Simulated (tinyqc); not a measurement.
# Worked calculation: resistance of a tapered via with liner, size effect and interface

Numbers from tinyqc (`OMP_NUM_THREADS=1 python tinyqc.py 2750198 2750199 out.jsonl`; about 0.01 s on one thread of a shared Intel Xeon 2.30GHz). Printed values are rounded.

A round via whose diameter grows from db at the bottom as D(z) = db + 2 z/tan(ang). The fill, of diameter D - 2 tl, starts above the bottom liner (thickness fb tl) and has rho = rho0 (1 + ks lam/(D - 2 tl)); the sidewall liner conducts in parallel with it. The bottom liner and the interface are crossed over the full area pi db^2/4. Spreading in the lines above and below is left out.

Parameters, values chosen for the exercise; fill metal close to ruthenium: diameter at the bottom db = 21 nm; height hv = 27 nm; sidewall angle ang = 87 degrees; bulk resistivity of the fill rho0 = 7.95 uohm cm; mean free path of the fill lam = 6.44 nm; size-effect factor ks = 1.1; liner on the sidewall tl = 0.3 nm; liner at the bottom over that on the sidewall fb = 1; resistivity of the liner rl = 310 uohm cm; interface resistivity at the bottom ri = 2.5e-12 ohm cm^2; ballistic conductance per area, about 3/(4 rho0 lam) Sb = 1.5e15 S/m^2.

## Slices of the via

Slices between z0 = fb tl and hv, evaluated at their midpoints: conductance per length pi/4 [(D - 2 tl)^2/rho + (D^2 - (D - 2 tl)^2)/rl], slice resistance = slice height over that. 6 slices.

| slice | z (nm) | D (nm) | rho (uohm cm) | slice resistance (ohm) |
|---|---|---|---|---|
| 0 | 2.525 | 21.2647 | 10.6753 | 1.41356 |
| 1 | 6.975 | 21.7311 | 10.6152 | 1.34430 |
| 2 | 11.4250 | 22.1975 | 10.5576 | 1.27996 |
| 3 | 15.8750 | 22.6639 | 10.5025 | 1.22007 |
| 4 | 20.3250 | 23.1304 | 10.4496 | 1.16425 |
| 5 | 24.7750 | 23.5968 | 10.3989 | 1.11213 |

## Total resistance

R_fill = sum of the slices; R_bottom = rl fb tl/(pi db^2/4); R_interface = ri/(pi db^2/4); ballistic (Sharvin) limit 1/(Sb pi (db - 2 tl)^2/4); ideal cylinder rho0 hv/(pi db^2/4).

parts (ohm): fill 7.53427, bottom liner 2.68506, interface 0.721791
R = 10.9411 ohm
shares (%): fill 68.8619, bottom liner 24.5410, interface 6.5970
ballistic limit = 2.03966 ohm
ideal cylinder = 6.19730 ohm

The fill is the largest part, and R is 1.77 times the ideal cylinder. With 2000 slices R = 10.942 ohm.
